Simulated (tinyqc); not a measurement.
From enhancement over intrinsic back to total dopant density N: dopants and charged point defects at anneal temperature: Fermi-level effect, clustering and pairing. Computed by tinyqc, a small Python program. Command: `OMP_NUM_THREADS=1 python tinyqc.py 3002730 3002731 out.jsonl pairing inv`. One thread of a shared host (Intel(R) Xeon(R) Processor @ 2.30GHz), about 0.02 s of CPU time with the checks.

Boltzmann statistics and full ionisation of active dopants. Energies are counted from the valence band; the defect (a vacancy or self-interstitial) has five charge states, with all degeneracy factors one.

Inputs (values chosen for the exercise, with bands modelled on silicon): gap at 0 K E_g0 = 1.15 eV; Varshni alpha = 0.000487 eV/K; Varshni beta = 630 K; electron mass m_e = 0.324 m_0; valleys M_c = 6; hole mass m_h = 0.816 m_0; anneal temperature T = 900 K; formation enthalpy of the neutral defect H_f = 2.58 eV; formation entropy S_f = 4 k_B; site density N_s = 2.7e+22 cm^-3.

Dopant: donor. Second part: pairing with a mobile impurity.

defect levels as fractions of E_g(T): (2+/+), (+/0), (0/-), (-/2-): [0.14, 0.31, 0.69, 0.65]

Constants: m_0 = 9.1093837015e-31 kg; k_B = 1.380649e-23 J/K; h = 6.62607015e-34 J s; k_B = 8.617333262e-05 eV/K.

Method:
- E_g = E_g0 - alpha T^2/(T + beta).
- N_c = 2 M_c (2 pi m_e k_B T/h^2)^(3/2) and N_v = 2 (2 pi m_h k_B T/h^2)^(3/2), masses in units of m_0.
- n_i = sqrt(N_c N_v) exp(-E_g/2 k_B T); E_i = E_g/2 + (k_B T/2) ln(N_v/N_c).
- No clustering: A = N.
- n = A/2 + sqrt(A^2/4 + n_i^2) for an active density A.
- chi = n/n_i (for acceptors n_i/p); E_F = E_i + k_B T ln chi; field enhancement h = 1 + A/sqrt(A^2 + 4 n_i^2).
- C_0 = N_s exp(S_f/k_B) exp(-H_f/k_B T). Ratios to the neutral state at E_F = E_i: r_+ = exp((E(+/0) - E_i)/k_B T), r_2+ = r_+ exp((E(2+/+) - E_i)/k_B T), r_- = exp((E_i - E(0/-))/k_B T), r_2- = r_- exp((E_i - E(-/2-))/k_B T); at other E_F state q scales as chi^(-q). The enhancement is sum r_q chi^(-q)/sum r_q. The charge on the defects is left out of neutrality.

Problem. A run gave the result below. Find the total dopant density N, known to lie between 2.3e+20 and 5.2e+20 cm^-3.

enhancement over intrinsic = 6651.469

Solution.

Each step takes the trial c = (a f_b - b f_a)/(f_b - f_a), f being the result less the target and a, b, c the logarithms of the listed values; c replaces end b, the old b replaces a if the sign of f changed, and otherwise f_a is halved.

Scan of the range:
```
total dopant density N (cm^-3)  enhancement over intrinsic
2.30e+20                                            4092.0
2.63e+20                                            5342.8
3.02e+20                                            7035.8
3.46e+20                                            9225.1
3.96e+20                                           12072.4
4.54e+20                                           15854.4
5.20e+20                                           20784.0
```

False position (Illinois rule, in the logarithm of the input) inside the bracket:
```
step        end a        end b        trial  enhancement over intrinsic
1     2.63000e+20  3.02000e+20  2.92668e+20                     6609.50
2     3.02000e+20  2.92668e+20  2.93574e+20                     6650.29
3     3.02000e+20  2.93574e+20  2.93624e+20                     6652.57
4     2.93574e+20  2.93624e+20  2.93600e+20                     6651.47
5     2.93624e+20  2.93600e+20  2.93600e+20                     6651.47
```

Enhancement over intrinsic rises at every point of a 13-point scan of the range (every second point is shown), so one value fits; it is bracketed by 2.63e20 and 3.02e20. Answer: total dopant density N = 2.936e20 cm^-3.

Caution: the carrier density exceeds the effective density of states, where Boltzmann statistics understate the shift of E_F and so the density of charged defects (gap narrowing, also left out, works the other way).
